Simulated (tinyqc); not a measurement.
Electron mobility in a silicon inversion layer, empirical terms and Matthiessen rule: two steps of the calculation.

Inversion layer of sheet density Ns on a uniformly doped body, under a high-permittivity gate with an interlayer. The mobility terms are empirical power laws with prefactors chosen for the exercise; adding their inverses (Matthiessen) is itself an approximation.

Inputs (values chosen for the exercise); material values close to those of silicon: temperature T = 300 K; relative permittivity of the semiconductor eps_r = 11.6; body doping Nb = 7.6e16 cm^-3; weight of the inversion charge in the effective field eta = 0.5; phonon-limited mobility at 1 MV/cm and 300 K Ap = 475 cm^2/(V s); roughness-limited mobility at 1 MV/cm As = 1140 cm^2/(V s); exponent of the roughness term gs = 2; Coulomb prefactor Ac = 3300 cm^2/(V s); charge at the interface Nit = 7.7e10 cm^-2; remote-phonon mobility without interlayer Ar = 180 cm^2/(V s); interlayer thickness ti = 1.3 nm; decay length of remote phonons lr = 0.6 nm; inversion density Ns = 4e12 cm^-2; ratio W/L WL = 10; drain voltage Vd = 0.01 V; measured linear current I = 32.3 uA.

Constants: q = 1.602176634e-19 C, eps0 = 8.8541878128e-14 F/cm where lengths are in cm. Results are converted to the units shown.

Task 1. Mobility terms and their sum. With t = T/(300 K): muC = Ac (Ns/1e12 cm^-2) t/(Nb/1e17 cm^-3 + Nit/1e11 cm^-2), muP = Ap E^(-1/3) t^(-1.75), muS = As E^(-gs), muR = Ar exp(2 ti/lr)/t; 1/mu is the sum of the inverses.

E = 0.45190907 MV/cm

Give: terms; mu; shares of 1/mu.

Result 1.

terms (cm^2/(V s)): Coulomb 8627.5, phonon 618.98, roughness 5582.2, remote phonon 13716
mu = 504.15 cm^2/(V s)
shares of 1/mu (%): Coulomb 5.8436, phonon 81.449, roughness 9.0315, remote phonon 3.6758

The phonon term limits most.

Task 2. Inversion density for the measured current. I = (W/L) q Ns mu Vd. E = q (Ndep + eta Ns)/(eps0 eps_r) in MV/cm. Ns(new) = I/((W/L) q mu Vd).

Ns at the start = 6e12 cm^-2
Ndep = 8.9699261e11 cm^-2

Find: E; mu; Ns after iteration 1.

Result 2.

E = 0.6079 MV/cm
mu = 442.9 cm^2/(V s)
Ns after iteration 1 = 4.552e12 cm^-2

Numbers from tinyqc (`OMP_NUM_THREADS=1 python tinyqc.py 2510069 2510070 out.jsonl`; about 0.01 s on one thread of a shared Intel Xeon 2.30GHz).
